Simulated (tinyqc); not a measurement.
# Hexagonal on-chip spiral inductor, lumped pi model: what changes with what

Outer diameter do = di + 2 n wd + 2 (n - 1) sp, mean da = (do + di)/2, fill p = (do - di)/(do + di), length l = 3.464 n da. L = 2.33 mu0 n^2 da/(1 + 3.82 p), mu0 = 4 pi 1e-7 H/m. Rs = rho l/(wd delta (1 - exp(-th/delta))), delta = sqrt(rho/(pi f mu0)). Cs = n wd^2 eps0 eo/hu across the coil. At each end Cox = l wd eps0 eo/(2 ho) leads to the substrate branch Rsi = 2 rs he/(l wd) in parallel with Csi = l wd eps0 11.7/(2 he). With one end grounded Y = 1/(Rs + i w L) + i w Cs + 1/[1/(i w Cox) + 1/(1/Rsi + i w Csi)], w = 2 pi f; Q = -Im Y/Re Y. Eddy currents in neighbouring turns and in the substrate are left out.

Parameters, values chosen for the exercise; values of the order met in silicon radio-frequency processes:
- n = 3.5 (number of turns)
- wd = 6 um (line width)
- sp = 1.5 um (space between turns)
- di = 140 um (inner diameter)
- th = 0.9 um (metal thickness)
- rho = 3 uohm cm (metal resistivity)
- ho = 4.1 um (oxide below the coil)
- hu = 1.1 um (oxide between coil and underpass)
- eo = 3.9 (relative permittivity of the oxide)
- rs = 1000 ohm cm (substrate resistivity)
- he = 50 um (effective spreading depth in the substrate)
- f = 4.2 GHz (frequency)

Constants: eps0 = 8.8541878128e-12 F/m. Results are converted to the units shown.

Each table varies one quantity; the others keep the values above.

## Quality factor against frequency

Apparent inductance Im(1/Y)/w; share of the loss Re(substrate branch)/Re Y.

Quality factor against frequency:

| f (GHz) | Rs (ohm) | w L/Rs | Q | apparent inductance (nH) | loss in the substrate (%) |
|---|---|---|---|---|---|
| 0.37 | 12.24 | 0.7134 | 0.7127 | 3.753 | 0.01415 |
| 0.6 | 12.56 | 1.127 | 1.125 | 3.754 | 0.02195 |
| 0.98 | 12.99 | 1.780 | 1.775 | 3.759 | 0.04174 |
| 1.6 | 13.55 | 2.787 | 2.767 | 3.771 | 0.09153 |
| 2.6 | 14.27 | 4.297 | 4.225 | 3.804 | 0.2140 |
| 4.3 | 15.27 | 6.641 | 6.348 | 3.899 | 0.5290 |
| 7 | 16.57 | 9.965 | 8.834 | 4.170 | 1.267 |
| 11 | 18.17 | 14.28 | 10.40 | 4.990 | 2.795 |
| 19 | 20.81 | 21.54 | 5.083 | 14.29 | 6.951 |

What does the comparison show?

Q goes from 0.713 through a maximum of 10.4 (at f = 11 GHz among the rows listed) to 5.08; the exact peak is 10.4 at 11.3 GHz and Q reaches zero at the self-resonance, 22.0 GHz. The share of the substrate rises from 0.0142 to 6.95 %, and the apparent inductance ends at 3.80 times L. At the peak the substrate takes 2.94 % of the loss. For f = 19 the coil is longer than 0.15 of a wavelength in the oxide, where one lumped section is rough.

## Effect of the number of turns

Same model as above.

Peak Q and its frequency from a search over f; self-resonance where Im Y = 0; Q at the given f (negative beyond resonance).

Result of one run:

| n | L (nH) | do (um) | peak Q | f of the peak (GHz) | self-resonance (GHz) | Q at f |
|---|---|---|---|---|---|---|
| 1.5 | 0.7900 | 159.5 | 13.91 | 37.31 | 75.78 | 3.504 |

What becomes of these results when the number of turns n is changed from 1.5 to 2.5, all else the same?

Result of the changed run:

| n | L (nH) | do (um) | peak Q | f of the peak (GHz) | self-resonance (GHz) | Q at f |
|---|---|---|---|---|---|---|
| 2.5 | 2.028 | 174.5 | 12.06 | 18.29 | 36.01 | 5.077 |

The whole series:

| n | L (nH) | do (um) | peak Q | f of the peak (GHz) | self-resonance (GHz) | Q at f |
|---|---|---|---|---|---|---|
| 1.5 | 0.7900 | 159.5 | 13.91 | 37.31 | 75.78 | 3.504 |
| 2.5 | 2.028 | 174.5 | 12.06 | 18.29 | 36.01 | 5.077 |
| 3.5 | 3.755 | 189.5 | 10.41 | 11.33 | 22.00 | 6.235 |
| 4.5 | 5.954 | 204.5 | 9.068 | 7.864 | 15.16 | 6.992 |
| 5.5 | 8.630 | 219.5 | 7.984 | 5.837 | 11.21 | 7.295 |
| 6.5 | 11.79 | 234.5 | 7.098 | 4.529 | 8.685 | 7.055 |
| 8.5 | 19.66 | 264.5 | 5.749 | 2.977 | 5.711 | 4.598 |

As n goes from 1.5 to 8.5, L rises from 0.790 to 19.7 nH, the peak Q falls from 13.9 to 5.75, its frequency falls from 37.3 to 2.98 GHz and the self-resonance falls from 75.8 to 5.71 GHz.

Program tinyqc, `OMP_NUM_THREADS=1 python tinyqc.py 2302154 2302155 out.jsonl`; Intel Xeon 2.30GHz, shared host, one thread, about 0.01 s.
